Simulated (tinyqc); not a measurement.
# Worked calculation: a discretised effective-mass wire between two leads, recursive Green functions

Computed by the program tinyqc: `OMP_NUM_THREADS=1 python tinyqc.py 2660042 2660043 out.jsonl`, one thread of a shared Intel Xeon 2.30GHz, about 0.01 s for the whole run. Printed values are rounded.

Finite differences on a grid of step a give a chain with hopping -t, t = C/(m a^2), C = hbar^2/(2 m0), and site energies 2 t + U_i for the N = 8 sites of the device; the semi-infinite leads have site energy 2 t. Each slice is one site, and V = -t couples neighbouring slices.

Parameters, values chosen for the exercise:

| symbol | value | unit | meaning |
|---|---|---|---|
| m | 0.2 | m0 | effective mass |
| a | 0.38 | nm | grid step |
| U | [0, 0.61, 0.61, 0.61, 0.61, 0.61, 0.61, 0] | eV | potential on the sites 1 to N |
| E | 0.227 | eV | energy above the band bottom of the leads |

Constants: q = 1.602176634e-19 C, hbar = 1.054571817e-34 J s, h = 6.62607015e-34 J s, m0 = 9.1093837015e-31 kg, hbar^2/(2 m0) = 0.0380998212 eV nm^2. Results are converted to the units shown.

## Self-energy of the leads

Sigma = t^2 g(E - 2 t), g(x) = (x - i sqrt(4 t^2 - x^2))/(2 t^2) for |x| < 2 t and (x - sign(x) sqrt(x^2 - 4 t^2))/(2 t^2) otherwise; Gamma = i (Sigma - Sigma^dagger); both leads give the same.

t = 1.31925 eV
Sigma = -1.20575-0.53534i eV
Gamma = 1.07068 eV
open modes = 1

## Forward pass

Forward pass: g_1 = (E - H_1 - Sigma)^(-1), g_i = (E - H_i - V g_(i-1) V^dagger)^(-1), with Sigma also subtracted on the last slice; G_(i,1) = g_i V G_(i-1,1), starting from g_1. H_i is the block of slice i, its site energy.

| site | g_i (1/eV) | G_(i,1) of the forward pass (1/eV) |
|---|---|---|
| 1 | -0.69279-0.30759i | -0.692794-0.307593i |
| 2 | -0.50669-0.14939i | -0.402480-0.342148i |
| 3 | -0.46057-0.05597i | -0.219286-0.237606i |
| 4 | -0.44960-0.01973i | -0.123883-0.146640i |
| 5 | -0.44652-0.00685i | -0.071651-0.087501i |
| 6 | -0.44555-0.00237i | -0.041843-0.051655i |
| 7 | -0.44522-0.00082i | -0.024521-0.030385i |
| 8 | -0.90947-1.13297i | 0.015995-0.073108i |

## Transmission

G_(N,1) = 0.0159951-0.0731080i 1/eV

T(E) = Tr[Gamma G_(N,1) Gamma G_(N,1)^dagger]. Conductance (2 q^2/h) T(E).

T(E) = 0.00642025
conductance = 0.497447 uS

Inverting the whole matrix gives the same value.

## Backward pass

Backward pass: G_NN = g_N, G_ii = g_i + g_i V^dagger G_(i+1,i+1) V g_i; local density of states -Im G_ii/pi on each site.

| site | G_ii (1/eV) | local density of states (1/eV) |
|---|---|---|
| 1 | -0.90947-1.13297i | 0.360636 |
| 2 | -0.75755-0.39283i | 0.125042 |
| 3 | -0.70583-0.14086i | 0.044838 |
| 4 | -0.68990-0.06323i | 0.020126 |
| 5 | -0.68990-0.06323i | 0.020126 |
| 6 | -0.70583-0.14086i | 0.044838 |
| 7 | -0.75755-0.39283i | 0.125042 |
| 8 | -0.90947-1.13297i | 0.360636 |

A site of an infinite clean chain has 1/(pi sqrt(4 t^2 - x^2)) = 0.297 1/eV at this energy (x counted from the band centre); the device goes from 0.0201 (site 4) to 0.361 (site 1).

## States fed from the left, and the bond current

The full first column follows backwards from c_N = G_(N,1): c_i = G_(i,1)(forward) + g_i V^dagger c_(i+1). The density of states fed by the left lead is Gamma |c_i|^2/(2 pi), and the current on bond i is 2 t Gamma Im(c_(i+1) conj(c_i)) in units of T(E).

| site | c_i (1/eV) | density fed from the left (1/eV) |
|---|---|---|
| 1 | -0.90947-1.13297i | 0.359681 |
| 2 | -0.53297-0.66644i | 0.124087 |
| 3 | -0.31119-0.39339i | 0.042873 |
| 4 | -0.17976-0.23455i | 0.014881 |
| 5 | -0.10052-0.14380i | 0.005245 |
| 6 | -0.05046-0.09479i | 0.001965 |
| 7 | -0.01505-0.07331i | 0.000954 |
| 8 | 0.01600-0.07311i | 0.000954 |

| bond | bond current (1e-3) |
|---|---|
| 1 | 6.42025 |
| 2 | 6.42025 |
| 3 | 6.42025 |
| 4 | 6.42025 |
| 5 | 6.42025 |
| 6 | 6.42025 |
| 7 | 6.42025 |

The bond current is the same on every bond and equals T(E): the current is conserved.
